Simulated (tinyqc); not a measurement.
Finite square well with mass mismatch (envelope functions): sweeps and comparisons. A value that a table varies takes the place of the one given here.

A square well of width L and depth V0, mass mw inside and mb outside, energies from the bottom of the well, c = hbar^2/2m0. k = sqrt(mw E/c), kappa = sqrt(mb (V0 - E)/c). psi and psi'/m are continuous at the walls (BenDaniel-Duke), so level n solves k L + 2 atan[(k/mw)/(kappa/mb)] = n pi.

Non-parabolic bands: mw is replaced by mw (1 + alpha_w E) and mb by mb (1 - alpha_b (V0 - E)), in k, kappa and the matching condition alike.

Constants: hbar^2/2m0 = 3.80998211 eV angstrom^2.

Parameters, chosen for this exercise (near those of a non-polar GaN well in AlN; not measured data):
```
symbol   value                        unit      meaning
V0       1.814                        eV        barrier height
mw       0.201                        m0        mass in the well
mb       0.315                        m0        mass in the barrier
Ls       (8, 12, 18, 27, 40, 61, 91)  angstrom  widths
L        65                           angstrom  well width
alpha_w  0.19                         1/eV      non-parabolicity in the well
alpha_b  0.28                         1/eV      non-parabolicity in the barrier
```

## Width of the well

Levels against L, beside the infinite well E1(hard) = c (pi/L)^2/mw; Pb is the probability of level 1 in the barriers; a dash marks an unbound level.

Levels:
```
L (angstrom)  bound levels  E1 (eV)  E2 (eV)  E1(hard) (eV)     Pb
8                        1   0.7183        -         2.9231  0.204
12                       2   0.4634   1.6846         1.2992  0.104
18                       2   0.2750   1.0832         0.5774  0.047
27                       3   0.1520   0.6069         0.2566  0.019
40                       4   0.0809   0.3237         0.1169  0.007
61                       7   0.0392   0.1568         0.0503  0.003
91                       9   0.0191   0.0762         0.0226  0.001
```

The infinite well overestimates E1 by a factor 4.07 at 8 angstrom and 1.19 at 91 angstrom. The local exponent d ln E1/d ln L goes from -1.08 (first two rows) to -1.80 (last two), towards the -2 of hard walls, as Pb falls from 0.204 to 0.001. E2 - E1 is largest at 12 angstrom of the widths listed. Non-parabolicity, which grows with the level, already counts at a few tenths of an eV, and levels above about 0.5 eV lie beyond a parabolic band.

## Levels of description

The same well five ways. mb = mw: the barrier takes the mass of the well. psi' continuous: kappa holds mb but the condition drops the masses, k L + 2 atan(k/kappa) = n pi. The last column is measured against BenDaniel-Duke.

Levels (eV):
```
model                E1      E2      E3  E1 - E1(BDD) (meV)
infinite walls   0.0443  0.1771  0.3985                 9.3
mb = mw          0.0366  0.1462  0.3277                 1.6
BenDaniel-Duke   0.0350  0.1401  0.3152                 0.0
psi' continuous  0.0380  0.1514  0.3391                 2.9
non-parabolic    0.0371  0.1450  0.3147                 2.1
```

Hard walls put E1 9.3 meV too high. Ignoring the mass step moves it by +1.6 meV and the wrong matching by +2.9 meV: with mb/mw = 1.57, continuity of psi'/m lets the slope outside be 1.57 times the slope inside, which acts like a softer wall. Non-parabolicity shifts E1 by +2.1 meV, the balance of a heavier mass in the well, which lowers it, and a lighter mass deep in the barrier, which hardens the wall. Among the finite wells the largest departure in E1 is that of the model 'psi' continuous'.

## What each parameter does

Parabolic bands. Pb is the probability of level 1 in the barriers, (A^2/kappa)/(A^2/kappa + L/2 + sin(kL)/(2k)) with A = cos(kL/2). Each row changes one parameter from the base and keeps the others.

Results:
```
case             E1 (eV)  bound levels      Pb  V0 - E1 (eV)
base              0.0350             7  0.0021        1.7790
L = 71 angstrom   0.0299             7  0.0017        1.7841
V0 = 1.542 eV     0.0344             6  0.0026        1.5076
mw = 0.2211 m0    0.0325             7  0.0018        1.7815
mb = 0.252 m0     0.0358             7  0.0020        1.7782
```

The largest shifts from the base row, up to three for each result and ties (the steps differ in size, so this ranks the rows, not the parameters). E1 (eV): L -0.0051, mw -0.0025, mb +0.0008. bound levels: V0 -1; unchanged at the printed digits by L, mw and mb. Pb: V0 +0.0005, L -0.0004, mw -0.0003. V0 - E1 (eV): V0 -0.2714, L +0.0051, mw +0.0025.

Computed by tinyqc, a small Python program: `OMP_NUM_THREADS=1 python tinyqc.py 1281724 1281725 out.jsonl` (the numbers bound the seed that draws the inputs); one thread of a shared host (Intel(R) Xeon(R) Processor @ 2.30GHz), about 0.01 s for the whole set of steps.
